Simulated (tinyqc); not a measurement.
Finite-size error of a charged defect in a periodic cell: Madelung and Makov-Payne terms. From point-charge correction -q^2 E back to cell length L. Computed by tinyqc, a small Python program. Command: `OMP_NUM_THREADS=1 python tinyqc.py 3013059 3013060 out.jsonl imagecharge inv`. One thread of a shared host (Intel(R) Xeon(R) Processor @ 2.30GHz), about 0.08 s of CPU time with the checks.

L is the cube root of the cell volume. The defect charge is a Gaussian, rho(r) = q (2 pi sigma^2)^(-3/2) exp(-r^2/2 sigma^2), repeated periodically in a uniform neutralising background and screened by a continuum. The model cell energy is E(L) = E_0 + [periodic - isolated electrostatic energy].

Inputs (values chosen for the exercise, with screening close to that of GaAs): charge q = 3 e; dielectric constant eps = 12.5.

Supercell lattice: bcc. Screening: isotropic.

Constants: e^2/(4 pi eps_0) = 14.39964548 eV angstrom.

Method. Cell vectors: (-1,1,1), (1,-1,1), (1,1,-1), scaled to volume L^3. Ewald sum for a unit point charge: scale each Cartesian component of the cell by 1/sqrt(eps_i), giving R', G' and V'; E = [ (1/2) sum erfc(eta R')/R' + (2 pi/V') sum exp(-G'^2/4 eta^2)/G'^2 - eta/sqrt(pi) - pi/(2 V' eta^2) ] e^2/(4 pi eps_0) / sqrt(eps_x eps_y eps_z), over n_i = -6..6, omitting n = (0,0,0), eta = 2/V'^(1/3). alpha = -2 E eps_g L/(e^2/(4 pi eps_0)), eps_g = (eps_x eps_y eps_z)^(1/3).

Problem. A run gave the result below. Find the cell length L, known to lie between 12 and 27 angstrom.

point-charge correction -q^2 E = 0.9047381 eV

Solution.

Each step takes the trial c = (a f_b - b f_a)/(f_b - f_a), f being the result less the target and a, b, c the logarithms of the listed values; c replaces end b, the old b replaces a if the sign of f changed, and otherwise f_a is halved.

Scan of the range:
```
cell length L (angstrom)  point-charge correction -q^2 E (eV)
12.0                                                  1.24778
13.7                                                  1.09295
15.7                                                  0.95372
18.0                                                  0.83186
20.6                                                  0.72686
23.6                                                  0.63447
27.0                                                  0.55457
```

False position (Illinois rule, in the logarithm of the input) inside the bracket:
```
step    end a    end b    trial  point-charge correction -q^2 E (eV)
1     15.7000  18.0000  16.5869                             0.902727
2     15.7000  16.5869  16.5179                             0.906499
3     16.5869  16.5179  16.5500                             0.904736
4     16.5179  16.5500  16.5500                             0.904738
5     16.5179  16.5500  16.5500                             0.904738
6     16.5500  16.5500  16.5500                             0.904738
```

Point-charge correction -q^2 E falls at every point of a 13-point scan of the range (every second point is shown), so one value fits; it is bracketed by 15.7 and 18.0. The scan shows a pure power law with exponent -1.000, so scaling from any one row also gives the answer directly. Answer: cell length L = 16.55 angstrom.
